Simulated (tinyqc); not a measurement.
Specific resistance of a metal-semiconductor contact and its transmission-line measurement: one step, computed by the program tinyqc. Command: `OMP_NUM_THREADS=1 python tinyqc.py 3027486 3027487 out.jsonl contact walk`. One thread of a shared host (Intel(R) Xeon(R) Processor @ 2.30GHz), about 0.01 s of CPU time with the checks.

The barrier is parabolic (depletion approximation), energies E are normal energies counted from the band edge in the neutral semiconductor (downwards for holes), and the bias is zero. xi is an input, held fixed when other inputs move.

Task: Transmission and supply. WKB transmission for E < E_b, with a = E/E_b: D = exp{-(E_b/E_00) [sqrt(1 - a) - a ln((1 + sqrt(1 - a))/sqrt(a))]}; D = 1 above. f = 1/(1 + exp((E - xi)/k_B T)).

Inputs (values chosen for the exercise, modelled on p-type silicon): Fermi level above the band edge in the bulk, xi = -0.13 eV; temperature T = 500 K.

Image-force lowering: included.

barrier used, above the bulk band edge = 0.2945109 eV

E_00 = 14.86500 meV

Constants: k_B = 8.617333262e-05 eV/K.

Give: E, D, f and D f at E/E_b = 0.05, 0.15, 0.3, 0.45, 0.6, 0.75, 0.9, 0.98.

Result:

E, D, f and D f at E/E_b = 0.05, 0.15, 0.3, 0.45, 0.6, 0.75, 0.9, 0.98:
```
E/E_b   E (eV)           D           f         D f
0.05   0.01473  3.5531e-08  3.3604e-02  1.1940e-09
0.15   0.04418  1.3635e-06  1.7251e-02  2.3521e-08
0.30   0.08835  8.3998e-05  6.2571e-03  5.2558e-07
0.45   0.13253  2.0556e-03  2.2534e-03  4.6321e-06
0.60   0.17671  2.5517e-02  8.0944e-04  2.0655e-05
0.75   0.22088  1.7484e-01  2.9049e-04  5.0788e-05
0.90   0.26506  6.5285e-01  1.0421e-04  6.8036e-05
0.98   0.28862  9.6319e-01  6.0320e-05  5.8100e-05
```
